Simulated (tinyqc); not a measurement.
Vacancy excess varied: nucleation and growth of vacancy voids in a cooling silicon-like crystal. Computed by tinyqc, a small Python program. Command: `OMP_NUM_THREADS=1 python tinyqc.py 3019008 3019009 out.jsonl voids walk`. One thread of a shared host (Intel(R) Xeon(R) Processor @ 2.30GHz), about 0.7 s of CPU time with the checks.

Spherical voids; vacancies are lost only to voids.

Inputs (values chosen for the exercise, close to those used for silicon):
```
quantity                                    value    unit
vacancy density at the melting point C_m  6.4e+14  1/cm^3
formation energy E_f                         4.25      eV
melting point T_m                            1685       K
diffusion prefactor D0                      0.002  cm^2/s
migration energy E_m                         0.38      eV
site density rho                            5e+22  1/cm^3
void surface energy gamma                   0.956   J/m^2
cooling rate q                                2.5   K/min
ratio (V/G)/xi_c                              1.2       -
limit of the excess at high V/G           1.1e+14  1/cm^3
temperature step                            0.125       K
```

Vacancy supply: from V/G.

Constants: k_B = 8.617333262e-05 eV/K; k_B = 1.380649e-23 J/K.

Method:
- C = C_x (u - 1)/(u + 0.2) with u = (V/G)/xi_c, a form chosen for the exercise.
- C_e = C_m exp[-(E_f/k_B)(1/T - 1/T_m)]; D = D0 exp(-E_m/(k_B T)); f = k_B T ln(C/C_e); r* = 2 gamma/(rho f); W* = 16 pi gamma^3/(3 rho^2 f^2); Z = f/sqrt(12 pi W* k_B T); I = rho Z (4 pi r* D C) exp(-W*/(k_B T)).
- March down from 1500 K in steps dT, dt = dT/q, with values at the upper end of each step: a class of I dt voids is born with r*; then all classes grow by r^2 += 2 D (C - C_e) dt/rho; C falls by the vacancies added to voids. Stop at 1150 K. T_n is the T of the largest I, N the final count (classes under 1e-6 /cm^3 are dropped), and the mean radius the number average.

initial excess C = 1.57143e+13 1/cm^3

At fixed q:
```
C (1/cm^3)   T_n (K)  N (1/cm^3)  mean radius (nm)
6.30e+12    1270.750  2.5285e+06            22.581
9.40e+12    1288.625  1.9025e+06            28.386
1.60e+13    1313.000  1.3036e+06            38.472
2.50e+13    1334.000  9.4929e+05            49.648
3.90e+13    1355.500  6.9215e+05            64.008
```

What follows from these numbers?

More vacancies nucleate earlier (T_n rises by 85 K) and give fewer, larger voids: N goes as C^-0.71 and the radius as C^0.57, steeper than the -1/2 and +1/2 of the scaling argument at fixed D, because D rises with T_n.

Extremes, crossings and ranges named in words are read from the listed rows.
